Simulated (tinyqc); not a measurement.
# Trap density from one capacitance

Inverse problem. Traps spread evenly through the insulator exchange electrons with the semiconductor by tunnelling, with tau(x) = t0 exp(2 ka x) at depth x from the interface. The admittance per area Y seen at depth x obeys dY/dx = -Y^2/(i w eps0 eox) + q Nb ln(1 + i w tau)/tau, with Y(0) = i w Cs and w = 2 pi f; the gate sees Y(tox) = G + i w C. Working variable y = Y/(i w), in uF/cm^2. Cox = eps0 eox/tox. Find Nb and G/w.

Values chosen for this exercise: relative permittivity of the insulator eox = 18.8; insulator thickness tox = 3.1 nm; semiconductor capacitance in accumulation Cs = 7.7 uF/cm^2; decay constant of the wave function in the insulator ka = 5.8 1/nm; time constant of a trap at the interface t0 = 9e-11 s; frequency f = 10000 Hz.

Constants: q = 1.602176634e-19 C, eps0 = 8.8541878128e-14 F/cm where lengths are in cm. Results are converted to the units shown.

C = 3.5002740 uF/cm^2

Solution. C rises steadily with Nb, so one density matches; in practice ka and t0 must come from the frequency dependence.

Nb = 7.400e19 cm^-3 eV^-1
G/w = 0.05526 uF/cm^2

Numbers from tinyqc (`OMP_NUM_THREADS=1 python tinyqc.py 2202133 2202134 out.jsonl`; about 0.3 s on one thread of a shared Intel Xeon 2.30GHz).
